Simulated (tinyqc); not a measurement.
Effective mass of the split-off band from tabulated energies, step by step. Values are carried at full precision from step to step, so a last printed digit may differ when a step is redone from the rounded ones.

c = hbar^2/2m0.
Constants: hbar^2/2m0 = 3.80998211 eV angstrom^2.

## Finite differences

Energies along [111], from the band edge downward:
```
k (1/angstrom)  E (meV)
0.00000          0.0000
0.00640          0.7431
0.01280          3.0497
0.01920          7.1600
0.02560         13.4925
0.03200         22.6318
0.03840         35.2302
0.04480         51.7990
0.05120         72.5041
```

reference mass (curvature of the model at k = 0.0001 1/angstrom) = 0.21182 m0

The band is even in k. m = c k^2/E(k) from the points 1, 2, 4 (k = 0 is point 0); Richardson from points 1 and 2: c/m = [16 E(k1) - E(k2)]/(12 k1^2).

m from points 1, 2, 4 (m0): [0.21001, 0.20468, 0.18506]

m by Richardson = 0.21184 m0

Errors against the reference: -0.86, -3.37 and -12.63 % and +0.01 %. The extrapolation removes the k^4 term.

## Least squares over all points

Fit E = a k^2 (a = sum k^2 E/sum k^4), then E = a k^2 + b k^4 from the normal equations; E in eV; m = c/a.

sums of k^4, k^6, k^8: [1.4717e-05, 3.0715e-08, 6.9481e-11]

sums of k^2 E, k^4 E: [0.00038116, 8.1409e-07]

a, one term = 25.900 eV angstrom^2

a and b, two terms: [18.69, 3455]

m, one and two terms (m0): [0.14711, 0.20386]

The parabola over all points errs by -30.6 % because the weights k^4 favour the outer points; the second term brings the error to -3.8 %.

## The non-parabolic form

E (1 + alpha E) = c k^2/m means that y = c k^2/E is a straight line in E with intercept m and slope m alpha. Fit the line by unweighted least squares over points 1 to 8, E in eV.

y (m0): [0.21001, 0.20468, 0.19616, 0.18506, 0.17239, 0.15947, 0.14762, 0.13775]

m = 0.20281 m0
alpha = -4.995 1/eV

The intercept errs by -4.26 %. For this band the scale of alpha is set by Dso = 0.11 eV as well as by the gap.

## Checks

- Two-term fit by normal equations against a least-squares routine: both 18.6892.

(tinyqc, `OMP_NUM_THREADS=1 python tinyqc.py 1850706 1850707 out.jsonl`, Intel(R) Xeon(R) Processor @ 2.30GHz, 1 thread, shared host, about 0.01 s.)
